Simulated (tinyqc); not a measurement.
Worked calculation: Hueckel theory of the pi electrons with the omega technique, for the molecule C=CC(C=O)=CC=CCl (SMILES; centres numbered as the heavy atoms are written). One step of it, computed by the program tinyqc.

Problem. Omega technique, round 1. h_r = h_r(0) + omega q_r, omega = 0.6, with q_r = z_r - P_rr; 0.3 of the old diagonal is kept.

Hueckel matrix in units of beta (H = alpha + beta A):
```
,1C,2C,3C,4C,5O,6C,7C,8C,9Cl
1C,0.000000,1.000000,0.000000,0.000000,0.000000,0.000000,0.000000,0.000000,0.000000
2C,1.000000,0.000000,1.000000,0.000000,0.000000,0.000000,0.000000,0.000000,0.000000
3C,0.000000,1.000000,0.000000,1.000000,0.000000,1.000000,0.000000,0.000000,0.000000
4C,0.000000,0.000000,1.000000,0.000000,1.000000,0.000000,0.000000,0.000000,0.000000
5O,0.000000,0.000000,0.000000,1.000000,1.000000,0.000000,0.000000,0.000000,0.000000
6C,0.000000,0.000000,1.000000,0.000000,0.000000,0.000000,1.000000,0.000000,0.000000
7C,0.000000,0.000000,0.000000,0.000000,0.000000,1.000000,0.000000,1.000000,0.000000
8C,0.000000,0.000000,0.000000,0.000000,0.000000,0.000000,1.000000,0.000000,0.400000
9Cl,0.000000,0.000000,0.000000,0.000000,0.000000,0.000000,0.000000,0.400000,2.000000
```

charge and bond-order matrix P:
```
,1C,2C,3C,4C,5O,6C,7C,8C,9Cl
1C,1.035878,0.897844,-0.043118,-0.161518,0.078589,-0.311453,0.028017,0.241836,-0.046822
2C,0.897844,0.992759,0.424873,0.035471,-0.082929,-0.015101,-0.069617,0.009289,0.003090
3C,-0.043118,0.424873,1.056247,0.503462,-0.126047,0.666709,-0.033830,-0.310217,0.056718
4C,-0.161518,0.035471,0.503462,0.693639,0.733624,0.201090,-0.110034,-0.181063,0.042301
5O,0.078589,-0.082929,-0.126047,0.733624,1.553311,-0.273280,0.053857,0.217104,-0.044540
6C,-0.311453,-0.015101,0.666709,0.201090,-0.273280,0.836428,0.536143,0.160632,-0.056043
7C,0.028017,-0.069617,-0.033830,-0.110034,0.053857,0.536143,1.030890,0.823943,-0.104551
8C,0.241836,0.009289,-0.310217,-0.181063,0.217104,0.160632,0.823943,0.828438,0.176519
9Cl,-0.046822,0.003090,0.056718,0.042301,-0.044540,-0.056043,-0.104551,0.176519,1.972408
```

Centres:
```
centre,"z_r, pi electrons of the neutral centre",h
1C,1,0.000000
2C,1,0.000000
3C,1,0.000000
4C,1,0.000000
5O,1,1.000000
6C,1,0.000000
7C,1,0.000000
8C,1,0.000000
9Cl,2,2.000000
```

Give: matrix after round 1.

Solution.

matrix after round 1:
```
,1C,2C,3C,4C,5O,6C,7C,8C,9Cl
1C,-0.0151,1.0000,0.0000,0.0000,0.0000,0.0000,0.0000,0.0000,0.0000
2C,1.0000,0.0030,1.0000,0.0000,0.0000,0.0000,0.0000,0.0000,0.0000
3C,0.0000,1.0000,-0.0236,1.0000,0.0000,1.0000,0.0000,0.0000,0.0000
4C,0.0000,0.0000,1.0000,0.1287,1.0000,0.0000,0.0000,0.0000,0.0000
5O,0.0000,0.0000,0.0000,1.0000,0.7676,0.0000,0.0000,0.0000,0.0000
6C,0.0000,0.0000,1.0000,0.0000,0.0000,0.0687,1.0000,0.0000,0.0000
7C,0.0000,0.0000,0.0000,0.0000,0.0000,1.0000,-0.0130,1.0000,0.0000
8C,0.0000,0.0000,0.0000,0.0000,0.0000,0.0000,1.0000,0.0721,0.4000
9Cl,0.0000,0.0000,0.0000,0.0000,0.0000,0.0000,0.0000,0.4000,2.0116
```
